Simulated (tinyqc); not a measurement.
States in the gap of a film: thin (001) film in sp3s* tight binding with raised dangling bonds.

Planes alternate anion (a), cation (c) along [001], a/4 apart, starting with an anion; zero in-plane momentum; levels counted from the bulk Ev, the lower root of [[Epa, Vxx], [Vxx, Epc]]; no spin-orbit coupling. Block of s, pz, s*: from an anion to the cation above, Vss/2 (s,s), Vsapc/2 (s,z), -Vscpa/2 (z,s), Vxx/2 (z,z), Vxapc/2 (s*,z), -Vpaxc/2 (z,s*); to the cation below the same with the s-z and s*-z signs reversed. Block of u = (px + py)/sqrt2 and v = (px - py)/sqrt2: to the cation above (Vxx + Vxy)/2 for u and (Vxx - Vxy)/2 for v, to the cation below the reverse. Each surface atom has two dangling sp3 hybrids; raising both by dl adds (dl/2) [[1, t], [t, 1]] to its s, pz levels (t = -1 at the bottom face, +1 at the top) and dl to the one of u, v in whose plane the missing bonds lie (v for a bottom anion or a top cation, u for a top anion).

Parameters, chosen for this exercise (out of a larger set: near a published set for AlAs, fitted to gaps, whose masses and valley positions are rough; not measured data): p = (-7.536, 0.984, -1.157, 3.571, 7.478, 6.74, -6.67, 1.866, 4.293, 5.149, 5.465, 4.552, 4.979) eV (order Esa, Epa, Esc, Epc, Exa, Exc, Vss, Vxx, Vxy, Vsapc, Vscpa, Vxapc, Vpaxc); Nw = 30 (planes in the thicker film).

edges (eV): Gamma 3.03985, Delta 2.24347

Levels between 0 and the lower bulk edge, the largest weight on the two outer planes of both faces among them, and the nearest levels outside, for several shifts dl.

Film of Nw planes:

| dl (eV) | levels in the gap | at (eV) | surface weight | next above (eV) | next below (eV) |
|---|---|---|---|---|---|
| 0 | 3 | 0.069, 0.977, 1.338 | 0.86 | 2.2544 | -0.0291 |
| 1 | 3 | 0.339, 1.846, 1.936 | 0.89 | 2.2546 | -0.0291 |
| 2 | 1 | 0.744 | 0.68 | 2.2518 | -0.0291 |
| 3 | 1 | 1.230 | 0.73 | 2.2538 | -0.0291 |
| 5 | 1 | 2.208 | 0.70 | 2.2541 | -0.0291 |
| 10 | 0 | - | - | 2.2541 | -0.0291 |
| 30 | 0 | - | - | 2.2541 | -0.0291 |
| 100 | 0 | - | - | 2.2541 | -0.0291 |

Can the levels of the bare film be read as confined subbands?

No: with bare surfaces (dl = 0) 3 levels lie in the bulk gap, with up to 86 % of the weight on the four outer planes, two a face, where an even spread gives 13 %; these are dangling-bond states, not subbands. The reruns show the bulk gap clear from dl = 10 eV on, and at dl = 30 eV the next level above lies 0.0 meV from its value at 100 eV.

Computed by tinyqc, a small Python program: `OMP_NUM_THREADS=1 python tinyqc.py 1482258 1482259 out.jsonl` (the numbers bound the seed that draws the inputs); one thread of a shared host (Intel(R) Xeon(R) Processor @ 2.30GHz), about 0.4 s for the whole set of steps.
